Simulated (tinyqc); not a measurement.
Bandgap voltage reference from two bipolar transistors: effect of the temperature coefficient of both resistors.

Two transistors of area 1 and N carry the same current I. Is(T) = Is (T/T0)^eta exp[(Vg0 q/kB)(1/T0 - 1/T)], VBE1 = Vt ln(I/Is(T)) + I rb, VBE2 = Vt ln(I/(N Is(T))) + I rb/N. The amplifier forces I R1(T) = VBE1 - VBE2 + Vos, with R(T) = R (1 + tc (T - T0)) for both resistors, and the output is Vref = VBE1 + I R2(T). Base currents and the Early effect are neglected.

Vt = kB T/q; I = (Vt ln N + Vos)/(R1(T) - rb (1 - 1/N)). Box coefficient: span of Vref between 233 and 398 K over its average over T and over 165 K. The last column is the R2 that gives zero slope at T0.

Parameters, values chosen for the exercise; values of the order met in silicon bipolar transistors:
- T0 = 300 K (reference temperature)
- Vg0 = 1.172 V (band-gap voltage extrapolated to 0 K)
- eta = 4 (temperature exponent of the saturation current)
- Is = 3.1e-16 A (saturation current of the unit transistor at T0)
- N = 24 (area ratio of the second transistor)
- R1 = 2.1 kohm (resistor across which the difference of VBE falls, at T0)
- Vos = 0 mV (offset of the amplifier)
- rb = 0 ohm (series resistance of the unit transistor)
- R2 = 14.58 kohm (output resistor at T0)

Constants: q = 1.602176634e-19 C, kB = 1.380649e-23 J/K. Results are converted to the units shown.

Effect of the temperature coefficient of both resistors:
```
tc (ppm/K)	I at T0 (uA)	Vref at T0 (V)	slope at T0 (uV/K)	box coefficient (ppm/K)	R2 for zero slope (kohm)
-2000	39.12	1.231	-9.397	11.59	14.65
-1000	39.12	1.231	-35.25	34.81	14.85
0	39.12	1.231	-61.10	57.89	15.05
1000	39.12	1.231	-86.95	80.57	15.25
2000	39.12	1.231	-112.8	102.5	15.44
3000	39.12	1.231	-138.7	123.8	15.64
```

As tc goes from -2000 to 3000, Vref stays at 1.231 V and the box coefficient rises from 11.6 to 124 ppm/K.

Program tinyqc, `OMP_NUM_THREADS=1 python tinyqc.py 2062099 2062100 out.jsonl`; Intel Xeon 2.30GHz, shared host, one thread, about 0.02 s.
